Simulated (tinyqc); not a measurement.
Inside a calculation. Model: circular transfer-length structure.

Computed by the program tinyqc: `OMP_NUM_THREADS=1 python tinyqc.py 2760153 2760154 out.jsonl`, one thread of a shared Intel Xeon 2.30GHz, about 0.01 s for the whole run. Printed values are rounded.

A disc contact of radius r0 and a very wide ring contact from r1 = r0 + sp outwards lie on a thin layer; the metal has no resistance and the sheet resistance under the contacts equals Rsh.

Values chosen for this exercise:
- Rsh = 1200 ohm/sq (sheet resistance of the semiconductor layer)
- rc = 7e-8 ohm cm^2 (specific contact resistivity)
- r0 = 0.43 um (radius of the inner contact)
- sp = 0.11 um (gap between the contacts)

## The three parts of the resistance

Transfer length Lt = sqrt(rc/Rsh). R = (Rsh/2 pi) [(Lt/r0) I0(r0/Lt)/I1(r0/Lt) + ln(r1/r0) + (Lt/r1) K0(r1/Lt)/K1(r1/Lt)] with modified Bessel functions; for r0 >> Lt both ratios tend to 1.

Lt = 0.0763763 um
I0/I1 = 1.10351
K0/K1 = 0.935882
inner contact = 37.4342 ohm
gap = 43.5035 ohm
outer contact = 25.2806 ohm
R = 106.218 ohm

The contacts make up 59.0 % of R.

## The large-radius form

Transfer length Lt = sqrt(rc/Rsh). R = (Rsh/2 pi) [(Lt/r0) I0(r0/Lt)/I1(r0/Lt) + ln(r1/r0) + (Lt/r1) K0(r1/Lt)/K1(r1/Lt)] with modified Bessel functions; for r0 >> Lt both ratios tend to 1. Large radius: R = (Rsh/2 pi) [Lt (1/r0 + 1/r1) + ln(r1/r0)], and linearised for sp << r0: Rsh (sp + 2 Lt)/(2 pi r0).

large-radius R = 104.439 ohm
linearised R = 116.702 ohm

Against the Bessel form the first is 1.7 % below it and the second 9.9 % above it.
